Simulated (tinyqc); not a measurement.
## Lossy interposer transmission line with skin effect: effect of the load resistance

A uniform line in a homogeneous dielectric: c = sqrt(er)/(c0 Z0), l = Z0 sqrt(er)/c0 (c0 = 299792458 m/s), g = w c td, w = 2 pi f. The resistance joins its limits as r = sqrt(r_dc^2 + r_hf^2), with r_dc = rho/(wd th), r_hf = kr rho/(2 delta (wd + th)), delta = sqrt(rho/(pi f mu0)), mu0 = 4 pi 1e-7 H/m; this is an interpolation, and internal inductance, up to 0.05 nH/mm at low frequency, is neglected.

gamma = sqrt((r + i w l)(g + i w c)) = alpha + i beta, Zc = sqrt((r + i w l)/(g + i w c)), roots with positive real part; loss 8.685889638 alpha in dB; phase velocity w/beta. ZL = 1/(1/RL + i w CL); reflection (ZL - Zc)/(ZL + Zc); Zin = Zc (ZL + Zc tanh(gamma len))/(Zc + ZL tanh(gamma len)); H = V_load/V_source = [Zin/(Zin + Rg)]/[cosh(gamma len) + (Zc/ZL) sinh(gamma len)].

Parameters, values chosen for the exercise:
- wd = 5.6 um (width of the strip)
- th = 1.2 um (thickness of the strip)
- rho = 2.9 uohm cm (resistivity)
- er = 4.2 (relative permittivity)
- td = 0 (loss tangent)
- Z0 = 60 ohm (lossless impedance sqrt(l/c))
- kr = 1.5 (factor for crowding and the return path)
- len = 24 mm (length)
- Rg = 50 ohm (source resistance)
- CL = 300 fF (load capacitance)
- f = 0.41 GHz (frequency)

The same in every row: r (ohm/mm) = 4.381; r/(w l) = 4.146; loss (dB/mm) = 0.1954; |Zc| (ohm) = 123.9; phase velocity over c0 = 0.3007; length in wavelengths = 0.1091.

Results:

| RL (ohm) | \|H\| (dB) |
|---|---|
| 10 | -24.28 |
| 25 | -17.13 |
| 50 | -12.33 |
| 75 | -9.883 |
| 150 | -6.508 |
| 10000 | -1.253 |

Estimate the missing row, RL = 500 ohm.

Computed row:

| RL (ohm) | \|H\| (dB) |
|---|---|
| 500 | -3.085 |

With this row back in the table: As RL goes from 10 to 10000, the loss stays at 0.195 dB/mm, |Zc| stays at 124 ohm and |H| goes from -24.3 to -1.25 dB, with its highest value among the rows, -1.25 dB, at RL = 10000.

Numbers from tinyqc (`OMP_NUM_THREADS=1 python tinyqc.py 2810218 2810219 out.jsonl`; about 0.01 s on one thread of a shared Intel Xeon 2.30GHz).
